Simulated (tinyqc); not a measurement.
Inside a calculation. Method: CCSD on RHF in the sto-6g basis, for BeH+, spin multiplicity 1. Computed by tinyqc, a small Python program that keeps every step (integrals from PySCF). Settings: charge = 1, multiplicity = 1, basis = sto-6g, method = RHF, energy threshold = 1e-10, iteration cap = 63, orthogonalisation = symmetric, start = Wolfsberg-Helmholz matrix, DIIS depth = 6, amplitude equations = CCSD, DIIS depth for amplitudes = 4, cap on updates = 74. Command: `OMP_NUM_THREADS=1 python tinyqc.py 21572 21573 out.jsonl` (the two numbers bound the seeds that draw the settings). One thread of a shared host (Intel(R) Xeon(R) Processor @ 2.60GHz), about 0.3 s of CPU time with the checks. The early iterations of the SCF are left out here.

## One-electron integrals

Geometry (angstrom):
```
atom        x        y        z
Be    0.00000  0.00000  0.00000
H     0.00000  0.00000  1.18100
```

Basis sto-6g: exponents (1/bohr^2) and contraction coefficients of normalised primitives:
```
element  l (shell)   exponent  coefficient
Be           s (1)  312.87049      0.00916
Be           s (1)   57.36446      0.04936
Be           s (1)   16.04851      0.16854
Be           s (1)    5.51310      0.37056
Be           s (1)    2.14090      0.41649
Be           s (1)    0.88174      0.13033
Be           s (2)   13.63325     -0.01325
Be           s (2)    2.69838     -0.04699
Be           s (2)    0.83865     -0.03379
Be           s (2)    0.32266      0.25024
Be           s (2)    0.14013      0.59512
Be           s (2)    0.06423      0.24071
Be           p (3)   13.63325      0.00376
Be           p (3)    2.69838      0.03768
Be           p (3)    0.83865      0.17390
Be           p (3)    0.32266      0.41804
Be           p (3)    0.14013      0.42586
Be           p (3)    0.06423      0.10171
H            s (1)   35.52322      0.00916
H            s (1)    6.51314      0.04936
H            s (1)    1.82214      0.16854
H            s (1)    0.62596      0.37056
H            s (1)    0.24308      0.41649
H            s (1)    0.10011      0.13033
```

Overlap, kinetic and nuclear-attraction integrals over the contracted functions; the nuclear repulsion is the sum of Za Zb / Rab.

nuclear repulsion = 1.7923022 hartree

overlap S, lower triangle:
```
          1Be 1s   1Be 2s  1Be 2px  1Be 2py  1Be 2pz    2H 1s
1Be 1s   1.00000
1Be 2s   0.25476  1.00000
1Be 2px  0.00000  0.00000  1.00000
1Be 2py  0.00000  0.00000  0.00000  1.00000
1Be 2pz  0.00000  0.00000  0.00000  0.00000  1.00000
2H 1s    0.10209  0.52572  0.00000  0.00000  0.56390  1.00000
```

kinetic energy T (hartree), lower triangle:
```
           1Be 1s   1Be 2s  1Be 2px  1Be 2py  1Be 2pz    2H 1s
1Be 1s    6.76875
1Be 2s   -0.20738  0.22012
1Be 2px   0.00000  0.00000  0.66127
1Be 2py   0.00000  0.00000  0.00000  0.66127
1Be 2pz   0.00000  0.00000  0.00000  0.00000  0.66127
2H 1s    -0.01059  0.09531  0.00000  0.00000  0.24788  0.76852
```

nuclear attraction V (hartree), lower triangle:
```
            1Be 1s    1Be 2s   1Be 2px   1Be 2py   1Be 2pz     2H 1s
1Be 1s   -15.16287
1Be 2s    -1.76484  -2.70304
1Be 2px    0.00000   0.00000  -2.65839
1Be 2py    0.00000   0.00000   0.00000  -2.65839
1Be 2pz   -0.02433  -0.16734   0.00000   0.00000  -2.79201
2H 1s     -0.79545  -1.51598   0.00000   0.00000  -1.62913  -3.00521
```

core Hamiltonian H = T + V (hartree), lower triangle:
```
           1Be 1s    1Be 2s   1Be 2px   1Be 2py   1Be 2pz     2H 1s
1Be 1s   -8.39411
1Be 2s   -1.97222  -2.48292
1Be 2px   0.00000   0.00000  -1.99713
1Be 2py   0.00000   0.00000   0.00000  -1.99713
1Be 2pz  -0.02433  -0.16734   0.00000   0.00000  -2.13075
2H 1s    -0.80604  -1.42066   0.00000   0.00000  -1.38125  -2.23669
```

## Two-electron integrals

Functions are numbered as in S; the eight-fold symmetry (ij|kl) = (ji|kl) = (kl|ij) leaves the list below.

Two-electron integrals (ij|kl) in chemists' order, unique and non-zero (hartree):
```
(11|11) 2.30000   (21|11) 0.36188   (21|21) 0.07193   (22|11) 0.57033
(22|21) 0.13965   (22|22) 0.41777   (31|31) 0.01525   (32|31) 0.02255
(32|32) 0.09234   (33|11) 0.57033   (33|21) 0.13965   (33|22) 0.41777
(33|33) 0.45012   (41|41) 0.01525   (42|41) 0.02255   (42|42) 0.09234
(43|43) 0.02426   (44|11) 0.57033   (44|21) 0.13965   (44|22) 0.41777
(44|33) 0.40160   (44|44) 0.45012   (51|51) 0.01525   (52|51) 0.02255
(52|52) 0.09234   (53|53) 0.02426   (54|54) 0.02426   (55|11) 0.57033
(55|21) 0.13965   (55|22) 0.41777   (55|33) 0.40160   (55|44) 0.40160
(55|55) 0.45012   (61|11) 0.15152   (61|21) 0.02911   (61|22) 0.05583
(61|33) 0.05538   (61|44) 0.05538   (61|51) 0.00285   (61|52) 0.00536
(61|55) 0.05672   (61|61) 0.01245   (62|11) 0.27612   (62|21) 0.06817
(62|22) 0.21271   (62|33) 0.20575   (62|44) 0.20575   (62|51) 0.00950
(62|52) 0.04977   (62|55) 0.22662   (62|61) 0.03000   (62|62) 0.14607
(63|31) 0.00760   (63|32) 0.03184   (63|53) 0.00933   (63|63) 0.01598
(64|41) 0.00760   (64|42) 0.03184   (64|54) 0.00933   (64|64) 0.01598
(65|11) 0.26928   (65|21) 0.06750   (65|22) 0.22059   (65|33) 0.20785
(65|44) 0.20785   (65|51) 0.01576   (65|52) 0.07877   (65|55) 0.24605
(65|61) 0.03158   (65|62) 0.17428   (65|65) 0.21881   (66|11) 0.44017
(66|21) 0.11095   (66|22) 0.37824   (66|33) 0.35167   (66|44) 0.35167
(66|51) 0.02083   (66|52) 0.12957   (66|55) 0.43139   (66|61) 0.05115
(66|62) 0.31288   (66|65) 0.40052   (66|66) 0.77500
```

## Orthogonalisation

S = U s U^T; symmetric (Loewdin) form X = U s^(-1/2) U^T, so that X^T S X = 1.

eigenvalues of S: 0.22541  0.79562  1.00000  1.00000  1.15900  1.81997

X, lower triangle:
```
           1Be 1s    1Be 2s  1Be 2px  1Be 2py   1Be 2pz    2H 1s
1Be 1s    1.02609
1Be 2s   -0.13899   1.22471
1Be 2px   0.00000   0.00000  1.00000
1Be 2py   0.00000   0.00000  0.00000  1.00000
1Be 2pz  -0.00649   0.21178  0.00000  0.00000   1.22522
2H 1s     0.00699  -0.45962  0.00000  0.00000  -0.48986  1.42149
```

## Iteration 8 (converged): orbitals

converged F (hartree), lower triangle:
```
           1Be 1s    1Be 2s   1Be 2px   1Be 2py   1Be 2pz     2H 1s
1Be 1s   -5.10133
1Be 2s   -1.37173  -0.85977
1Be 2px   0.00000   0.00000  -0.15450
1Be 2py   0.00000   0.00000   0.00000  -0.15450
1Be 2pz   0.01347  -0.17306   0.00000   0.00000  -0.38057
2H 1s    -0.55152  -0.65857   0.00000   0.00000  -0.50089  -0.67168
```

Diagonalise F' = X^T F X, C = X C', fill 2 alpha and 2 beta electrons from the bottom; D = 2 C_occ C_occ^T. Each column has its largest component positive (the first on a tie).

F' = X^T F X (hartree), lower triangle:
```
          1         2         3         4         5         6
1  -5.00349
2  -0.65362  -0.40219
3   0.00000   0.00000  -0.15450
4   0.00000   0.00000   0.00000  -0.15450
5   0.03746   0.05799   0.00000   0.00000  -0.12310
6  -0.13610  -0.44898   0.00000   0.00000  -0.44264  -0.15245
```

orbital energies (hartree): MO1 -5.10257, MO2 -0.77642, MO3 -0.27024, MO4 -0.15450, MO5 -0.15450, MO6 0.46800

coefficients C:
```
              MO1       MO2       MO3       MO4      MO5       MO6
1Be 1s    0.99562  -0.18828  -0.18994   0.00000  0.00000   0.09743
1Be 2s    0.01634   0.49209   0.77291   0.00000  0.00000  -0.96723
1Be 2px   0.00000   0.00000   0.00000   0.99762  0.06890   0.00000
1Be 2py   0.00000   0.00000   0.00000  -0.06890  0.99762   0.00000
1Be 2pz  -0.00266   0.30274  -0.64432   0.00000  0.00000  -1.13103
2H 1s     0.00084   0.50970  -0.18718   0.00000  0.00000   1.47549
```

D after iteration 8, lower triangle:
```
           1Be 1s   1Be 2s  1Be 2px  1Be 2py  1Be 2pz    2H 1s
1Be 1s    2.05341
1Be 2s   -0.15278  0.48484
1Be 2px   0.00000  0.00000  0.00000
1Be 2py   0.00000  0.00000  0.00000  0.00000
1Be 2pz  -0.11930  0.29786  0.00000  0.00000  0.18332
2H 1s    -0.19027  0.50167  0.00000  0.00000  0.30861  0.51959
```

Within a degenerate level the vectors are fixed only up to a rotation; this is one choice.

## Convergence

Stop when the energy changes by less than 1e-10 hartree and every element of the error matrix X^T (F D S - S D F) X is below 3e-06.

Course of the cycle:
```
iteration  E (hartree)     change  largest element of the error matrix
1          -14.7859733          -                             1.94e-01
2          -14.8073861  -2.14e-02                             3.82e-02
3          -14.8129264  -5.54e-03                             1.94e-02
4          -14.8145186  -1.59e-03                             2.31e-03
5          -14.8145217  -3.09e-06                             8.89e-04
6          -14.8145229  -1.23e-06                             1.51e-05
7          -14.8145229  -3.04e-10                             9.38e-07
8          -14.8145229  -1.40e-12                             2.48e-08
```

PySCF RHF in the same basis = -14.8145229 hartree

Converged in 8 iterations.

## Integrals over molecular orbitals

(pq|rs) = sum C_ip C_jq C_kr C_ls (ij|kl), one index at a time.

one-electron integrals over orbitals h = C^T H C (hartree), lower triangle:
```
          1         2         3         4         5         6
1  -8.38678
2   0.16640  -2.34105
3   0.21271   0.02087  -1.98866
4   0.00000   0.00000   0.00000  -1.99713
5   0.00000   0.00000   0.00000   0.00000  -1.99713
6  -0.06855   0.09780  -0.01211   0.00000   0.00000  -1.55338
```

Two-electron integrals over orbitals (pq|rs), unique and non-zero (hartree):
```
(11|11) 2.28419    (21|11) -0.17075   (21|21) 0.02281    (22|11) 0.51141
(22|21) 0.00435    (22|22) 0.56461    (31|11) -0.17737   (31|21) 0.01683
(31|22) -0.02072   (31|31) 0.02957    (32|11) 0.02966    (32|21) -0.00611
(32|22) -0.06337   (32|31) 0.00194    (32|32) 0.02602    (33|11) 0.56523
(33|21) -0.01498   (33|22) 0.32178    (33|31) 0.00487    (33|32) 0.02274
(33|33) 0.48042    (41|41) 0.01589    (42|41) 0.01297    (42|42) 0.04249
(43|41) 0.01411    (43|42) 0.02957    (43|43) 0.05330    (44|11) 0.57010
(44|21) -0.00607   (44|22) 0.38040    (44|31) -0.00575   (44|32) 0.01268
(44|33) 0.40273    (44|44) 0.45012    (51|51) 0.01589    (52|51) 0.01297
(52|52) 0.04249    (53|51) 0.01411    (53|52) 0.02957    (53|53) 0.05330
(54|54) 0.02426    (55|11) 0.57010    (55|21) -0.00607   (55|22) 0.38040
(55|31) -0.00575   (55|32) 0.01268    (55|33) 0.40273    (55|44) 0.40160
(55|55) 0.45012    (61|11) 0.09567    (61|21) -0.01723   (61|22) -0.01103
(61|31) -0.00337   (61|32) 0.00560    (61|33) 0.01740    (61|44) 0.00124
(61|55) 0.00124    (61|61) 0.01868    (62|11) -0.09962   (62|21) 0.00505
(62|22) 0.08421    (62|31) 0.00400    (62|32) -0.04312   (62|33) -0.02616
(62|44) -0.04187   (62|55) -0.04187   (62|61) 0.00009    (62|62) 0.12258
(63|11) 0.03957    (63|21) -0.00450   (63|22) -0.05676   (63|31) 0.00668
(63|32) 0.02106    (63|33) 0.05758    (63|44) 0.01060    (63|55) 0.01060
(63|61) 0.00720    (63|62) -0.04069   (63|63) 0.04259    (64|41) -0.00971
(64|42) -0.03085   (64|43) -0.01730   (64|64) 0.02824    (65|51) -0.00971
(65|52) -0.03085   (65|53) -0.01730   (65|65) 0.02824    (66|11) 0.53144
(66|21) 0.00072    (66|22) 0.54988    (66|31) -0.01580   (66|32) -0.05876
(66|33) 0.35463    (66|44) 0.38421    (66|55) 0.38421    (66|61) -0.00540
(66|62) 0.10957    (66|63) -0.05118   (66|66) 0.58018
```

## CCSD: starting amplitudes

t_ij^ab = <ij||ab> / (e_i + e_j - e_a - e_b), whose energy is MP2.

Starting amplitudes (spin orbitals 1a, 1b, ...; amplitudes related by a flip of all spins are not repeated):
```
from      to          t
2a 2b  6a 6b   -0.04925
2a 2b  4a 4b   -0.03416
2a 2b  5a 5b   -0.03416
2a 2b  3a 3b   -0.02571
2a 2b  3a 6b    0.02463
1a 1b  3a 3b   -0.00306
1a 2b  4a 4b   -0.00233
1a 2b  5a 5b   -0.00233
1a 1b  6a 6b   -0.00168
1a 1b  4a 4b   -0.00161
1a 1b  5a 5b   -0.00161
1a 2b  3b 6a    0.00092
1a 2b  3a 6b   -0.00066
1a 2b  3a 3b   -0.00036
1a 1b  3a 6b    0.00032
1a 2a  3a 6a    0.00026
1a 2b  6a 6b  -1.30e-05
```

correlation energy = -0.0120465 hartree

## CCSD: amplitude update 1

t_i^a D_i^a and t_ij^ab D_ij^ab are set to the remaining terms of the spin-orbital equations, evaluated with the old amplitudes; for the doubles these are <ij||ab> + 1/2 <ab||ef> t_ij^ef + 1/2 <mn||ij> t_mn^ab + P(ij)P(ab) <mb||ej> t_im^ae + terms in t^2 + terms with t1, D the orbital-energy denominators.

Amplitudes after update 1 (spin orbitals 1a, 1b, ...; amplitudes related by a flip of all spins are not repeated):
```
from      to         t
2a 2b  6a 6b  -0.06418
2a 2b  4a 4b  -0.04171
2a 2b  5a 5b  -0.04171
2a 2b  3a 6b   0.03513
2a 2b  3a 3b  -0.03067
2a        3a   0.00886
1a 1b  3a 3b  -0.00280
1a 2b  4a 4b  -0.00254
1a 2b  5a 5b  -0.00254
1a 1b  4a 4b  -0.00149
1a 1b  5a 5b  -0.00149
1a 1b  6a 6b  -0.00143
1a 2b  3b 6a   0.00106
1a 2b  3a 6b  -0.00075
2a        6a   0.00047
1a 2a  3a 6a   0.00031
1a 2b  3a 3b  -0.00031
1a        3a   0.00023
1a 1b  3a 6b   0.00020
1a        6a  -0.00016
1a 2b  6a 6b  -0.00008
```

correlation energy = -0.0155471 hartree

## CCSD: amplitude update 2

As before.

Amplitudes after update 2 (spin orbitals 1a, 1b, ...; amplitudes related by a flip of all spins are not repeated):
```
from      to         t
2a 2b  6a 6b  -0.06850
2a 2b  4a 4b  -0.04349
2a 2b  5a 5b  -0.04349
2a 2b  3a 6b   0.03961
2a 2b  3a 3b  -0.03433
2a        3a   0.01573
1a 1b  3a 3b  -0.00278
1a 2b  4a 4b  -0.00255
1a 2b  5a 5b  -0.00255
1a 1b  4a 4b  -0.00149
1a 1b  5a 5b  -0.00149
1a 1b  6a 6b  -0.00143
1a 2b  3b 6a   0.00115
2a        6a   0.00109
1a 2b  3a 6b  -0.00079
1a 2a  3a 6a   0.00036
1a 2b  3a 3b  -0.00034
1a        3a   0.00023
1a        6a  -0.00022
1a 1b  3a 6b   0.00017
1a 2b  6a 6b  -0.00010
```

correlation energy = -0.0167076 hartree

## CCSD: convergence

E_corr = 1/4 sum <ij||ab> t_ij^ab + 1/2 sum <ij||ab> t_i^a t_j^b; stop when the norm of the change is below 1e-8.

Course of the amplitude iterations:
```
update  correlation energy (hartree)  norm of the change
0                         -0.0120465                   -
1                         -0.0155471            4.99e-02
2                         -0.0167076            2.02e-02
3                         -0.0174780            1.09e-02
4                         -0.0175356            3.95e-03
5                         -0.0175344            2.93e-04
6                         -0.0175344            4.90e-05
7                         -0.0175343            4.31e-06
8                         -0.0175344            6.98e-07
9                         -0.0175344            2.01e-07
10                        -0.0175344            3.24e-08
11                        -0.0175344            3.44e-09
```

Converged amplitudes (spin orbitals 1a, 1b, ...; amplitudes related by a flip of all spins are not repeated):
```
from      to         t
2a 2b  6a 6b  -0.06937
2a 2b  3a 6b   0.04489
2a 2b  4a 4b  -0.04421
2a 2b  5a 5b  -0.04421
2a 2b  3a 3b  -0.04253
2a        3a   0.02979
1a 1b  3a 3b  -0.00269
1a 2b  4a 4b  -0.00259
1a 2b  5a 5b  -0.00259
2a        6a   0.00252
1a 1b  4a 4b  -0.00149
1a 1b  5a 5b  -0.00149
1a 1b  6a 6b  -0.00143
1a 2b  3b 6a   0.00130
1a 2b  3a 6b  -0.00083
1a 2a  3a 6a   0.00047
1a 2b  3a 3b  -0.00042
1a        6a  -0.00031
1a 2b  6a 6b  -0.00015
1a        3a   0.00015
1a 1b  3a 6b   0.00012
```

CCSD total energy = -14.8320573 hartree

T1 diagnostic, norm of the one-spin t1 over sqrt(correlated electrons) = 0.01495

Converged in 11 updates, with DIIS from the third.
